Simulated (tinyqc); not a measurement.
Worked calculation: Born-Oppenheimer dynamics on the UHF/6-31g surface (energies and gradients from PySCF), for H2-, spin multiplicity 2. The basis has no diffuse functions, so it cannot describe the extra electron: this is an exercise in the method, not the real anion. Computed by tinyqc, a small Python program that keeps every step (integrals from PySCF). Settings: charge = -1, multiplicity = 2, basis = 6-31g, time step (fs) = 0.5, steps = 16. Command: `OMP_NUM_THREADS=1 python tinyqc.py 26774 26775 out.jsonl` (the two numbers bound the seeds that draw the settings). One thread of a shared host (Intel(R) Xeon(R) Processor @ 2.60GHz), about 0.9 s of CPU time with the checks.

## Velocity Verlet step 1

positions (bohr):
```
           x         y         z
1H  0.000000  0.000000  0.000000
2H  0.000000  0.000000  1.475876
```

velocities (bohr per atomic time unit):
```
               x             y             z
1H  -0.000075500  -0.000121000  -0.000113500
2H   0.000075500   0.000121000   0.000113500
```

gradient (hartree/bohr):
```
             x           y            z
1H  0.00000000  0.00000000   0.11092297
2H  0.00000000  0.00000000  -0.11092297
```

masses (electron masses): 1H 1837.152588, 2H 1837.152588

gradient after step 1 (hartree/bohr):
```
              x            y            z
1H   0.00021311   0.00034154   0.10285079
2H  -0.00021311  -0.00034154  -0.10285079
```

dt = 0.5 fs = 20.6707 atomic units; x' = x + v dt - g dt^2 / (2m); after the new gradient g', v' = v - (g + g') dt / (2m).

positions after step 1 (bohr):
```
            x          y          z
1H  -0.001561  -0.002501  -0.015245
2H   0.001561   0.002501   1.491121
```

velocities after step 1 (bohr per atomic time unit):
```
               x             y             z
1H  -0.000076699  -0.000122921  -0.001316136
2H   0.000076699   0.000122921   0.001316136
```

## Velocity Verlet step 2

gradient after step 2 (hartree/bohr):
```
              x            y            z
1H   0.00034148   0.00054728   0.08533165
2H  -0.00034148  -0.00054728  -0.08533165
```

As before.

positions after step 2 (bohr):
```
            x          y          z
1H  -0.003171  -0.005082  -0.054411
2H   0.003171   0.005082   1.530287
```

velocities after step 2 (bohr per atomic time unit):
```
               x             y             z
1H  -0.000079819  -0.000127922  -0.002374801
2H   0.000079819   0.000127922   0.002374801
```

## Energy conservation

The total energy should stay constant up to terms of order dt^2; the step counts as short enough if it moves by less than 2 % of the largest kinetic energy.

Trajectory:

| time (fs) | 1H-2H (angstrom) | potential (hartree) | kinetic (hartree) | total (hartree) |
|---|---|---|---|---|
| 0.000000 | 0.781000 | -0.90427993 | 0.00006104 | -0.90421889 |
| 0.500000 | 0.797141 | -0.90753818 | 0.00322091 | -0.90431727 |
| 1.000000 | 0.838610 | -0.91488409 | 0.01040272 | -0.90448137 |
| 1.500000 | 0.901094 | -0.92372781 | 0.01913852 | -0.90458929 |
| 2.000000 | 0.979726 | -0.93209537 | 0.02747019 | -0.90462517 |
| 2.500000 | 1.070210 | -0.93905473 | 0.03443129 | -0.90462344 |
| 3.000000 | 1.169088 | -0.94433398 | 0.03972602 | -0.90460796 |
| 3.500000 | 1.273628 | -0.94796537 | 0.04337874 | -0.90458663 |
| 4.000000 | 1.381663 | -0.95012729 | 0.04556497 | -0.90456232 |
| 4.500000 | 1.491500 | -0.95107476 | 0.04653690 | -0.90453786 |
| 5.000000 | 1.601851 | -0.95108718 | 0.04657118 | -0.90451600 |
| 5.500000 | 1.711772 | -0.95042509 | 0.04592675 | -0.90449834 |
| 6.000000 | 1.820597 | -0.94930412 | 0.04481888 | -0.90448524 |
| 6.500000 | 1.927865 | -0.94788700 | 0.04341087 | -0.90447614 |
| 7.000000 | 2.033269 | -0.94628823 | 0.04181811 | -0.90447012 |
| 7.500000 | 2.136601 | -0.94458431 | 0.04011805 | -0.90446625 |
| 8.000000 | 2.237719 | -0.94282487 | 0.03836110 | -0.90446377 |

The total energy moves within 4.1e-04 hartree, under 2 % of the largest kinetic energy.
